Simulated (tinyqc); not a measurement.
What moves the results: nanosheet or nanowire with hard walls, valleys of the Si type. A value that a table varies takes the place of the one given here.

Six ellipsoidal valleys along the cube axes: inverse mass tensor w = 1/mt + (1/ml - 1/mt) a a^T with a the unit axis. Device axes: x along the channel, z = [001], y = z x x.

Hard walls around a W x H rectangle. The block w_c of w in (y, z) confines; the transport mass follows from 1/m_x = w_xx - w_xc w_c^-1 w_cx. The cross-section problem c (w_yy ky^2 + 2 w_yz ky kz + w_zz kz^2), c = hbar^2/2m0, is solved in products sin(n pi y/W) sin(l pi z/H), n, l = 1 to 12; if w_yz = 0 the levels are c pi^2 (w_yy n^2/W^2 + w_zz l^2/H^2). The w_yz term couples (n, l) to (n', l') by -2 c w_yz D_nn'(W) D_ll'(H) with D_nm(L) = 4 n m/(L (n^2 - m^2)) for n + m odd and 0 otherwise.

Without degeneracy the line density is N1 exp((EF - Ec)/kB T) with N1 = sum 2 g sqrt(m_x kB T/(4 pi c)) exp(-E/kB T), here over n, l up to 80 where w_yz = 0 and over all levels of a 12 x 12 sine basis otherwise; the classical value is W H Nc with Nc = 2 g_all (m_dos kB T/(4 pi c))^(3/2), m_dos = (ml mt^2)^(1/3); dVt = kB T ln(W H Nc/N1).

Constants: hbar^2/2m0 = 3.80998211 eV angstrom^2; kB = 8.617333262e-05 eV/K.

Inputs chosen for the exercise (near those of Si; the results hold for these values, not for the real material): ml = 0.907 m0 (longitudinal mass); mt = 0.187 m0 (transverse mass); T = 77 K (temperature); g_all = 6 (number of valleys); channel = 110 (transport direction x on a (001) wafer); H = 44 angstrom (height, along z = [001]); Ws = (25, 35, 50, 75, 110, 170, 260) angstrom (widths); W = 90 angstrom (width, along y).

## From wire to sheet

Valleys:
```
group  valleys g     w_yy     w_zz   |w_yz|  m_x (m0)
A              2  5.34759  1.10254  0.00000   0.18700
B              4  3.22506  5.34759  0.00000   0.54700
```

Lowest level of each group (groups ordered by w_zz, then w_yy) and dVt against the width.

Results:
```
W (angstrom)  A1 (eV)  B1 (eV)  dVt (mV)
25             0.3432   0.2979     278.7
35             0.1856   0.2029     175.2
50             0.1018   0.1524      95.4
75             0.0572   0.1254      53.4
110            0.0380   0.1139      36.8
170            0.0284   0.1081      29.7
260            0.0244   0.1057      27.2
```

What can be read from the table?

dVt falls from 279 to 27 mV. The lowest group changes from B to A between W = 25 and 35 angstrom (H = 44). At the widest W the lowest level is 0.0244 eV; the film limit c pi^2 w_zz/H^2 of that group is 0.0214 eV.

## Channel direction

The same rectangle along [100] and [110]; groups ordered by w_zz, then w_yy.

Lowest level of each group:
```
channel, group  valleys g   w_yy   w_zz  |w_yz|  m_x (m0)  E (eV)
[100] A                 2  5.348  1.103   0.000     0.187  0.0462
[100] B                 2  1.103  5.348   0.000     0.187  0.1090
[100] C                 2  5.348  5.348   0.000     0.907  0.1287
[110] A                 2  5.348  1.103   0.000     0.187  0.0462
[110] B                 4  3.225  5.348   0.000     0.547  0.1188
```

What can be read from the table?

The lowest subband has m_x = 0.187 m0 and 2 valleys along [100], and 0.187 m0 and 2 valleys along [110]; its edge lies at 0.0462 and 0.0462 eV. These valleys have their axis along z, so turning the channel in the wafer plane leaves them alone; only the higher groups change.

## What each parameter does

E1 and E2 are the two lowest subband edges over all groups. Each row changes one parameter from the base and keeps the others.

Results:
```
case              E1 (eV)  E2 - E1 (meV)  m_x of lowest (m0)  dVt (mV)
base               0.0462           64.2               0.187      43.7
W = 105 angstrom   0.0397           54.7               0.187      38.1
H = 38 angstrom    0.0535           74.5               0.187      50.0
T = 127 K          0.0462           64.2               0.187      47.4
ml = 0.998 m0      0.0443           58.4               0.187      42.0
mt = 0.168 m0      0.0490           64.2               0.168      46.1
```

What does this show?

The largest shifts from the base row, up to three for each result and ties (the steps differ in size, so this ranks the rows, not the parameters). E1 (eV): H +0.0073, W -0.0066, mt +0.0028; unchanged at the printed digits by T. E2 - E1 (meV): H +10.2, W -9.5, ml -5.9; unchanged at the printed digits by T and mt. m_x of lowest (m0): mt -0.019; unchanged at the printed digits by W, H, T and ml. dVt (mV): H +6.3, W -5.6, T +3.7.

(tinyqc, `OMP_NUM_THREADS=1 python tinyqc.py 1281463 1281464 out.jsonl`, Intel(R) Xeon(R) Processor @ 2.30GHz, 1 thread, shared host, about 0.05 s.)
